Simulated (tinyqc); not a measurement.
A longer run and its error bar: q-state Potts model on a small periodic square lattice: enumeration, Metropolis, heat-bath and Wolff steps. Computed by tinyqc, a small Python program. Command: `OMP_NUM_THREADS=1 python tinyqc.py 3112596 3112597 out.jsonl potts walk`. One thread of a shared host (Intel(R) Xeon(R) Processor @ 2.30GHz), about 0.08 s of CPU time with the checks.

E = -J x (number of nearest-neighbour bonds with equal states); n x n sites with periodic edges have 2 n^2 bonds. Order parameter m = (q f - 1)/(q - 1), f being the largest share of one state. Sites are numbered row by row from 0. Here q = 3 and n = 3.

Inputs (values chosen for the exercise, for a model of domains or grain orientations):
```
quantity,value,unit
number of states q,3,-
edge n,3,-
coupling J,65,meV
temperature T,822,K
seed,406760,-
```

Update: heat bath.

Constants: k_B = 8.617333262e-05 eV/K.

Method:
- K = J/(k_B T); the infinite square lattice orders at K_c = ln(1 + sqrt(q)); Wolff bond probability p = 1 - exp(-K).
- All q^(n^2) states are counted by their number b of equal bonds; weights g(b) exp(K b), K = J/(k_B T). Per site: u = -J <b>/n^2, c/k_B = K^2 (<b^2> - <b>^2)/n^2.
- ln Z = ln sum g(b) exp(K b); entropy per site s/k_B = (ln Z - K <b>)/n^2.
- After 400 updates are discarded, b is recorded for 4000 sweeps of n^2 steps of the update named (random numbers not printed, so these rows are one sample). Records are averaged in blocks; the error is the scatter of block means over sqrt(number of blocks), and the last column its square over that for single records.

start states:
```
,1,2,3
1,2,2,2
2,1,1,1
3,2,1,0
```

K = 0.917632

<b> = 14.6362

Blocking:
```
block length,mean b,error,variance ratio
1,14.66475,0.05808,1.0000
4,14.66475,0.09407,2.6229
16,14.66475,0.12187,4.4022
40,14.66475,0.13042,5.0416
100,14.66475,0.14293,6.0557
```

What does the comparison show, and why?

The run gives 14.665 +/- 0.130 (blocks of 40) against the exact 14.636, a difference of 0.2 error bars. Single records understate the error by a factor of about 2.2, because successive records are correlated.

Extremes, crossings and ranges named in words are read from the listed rows.
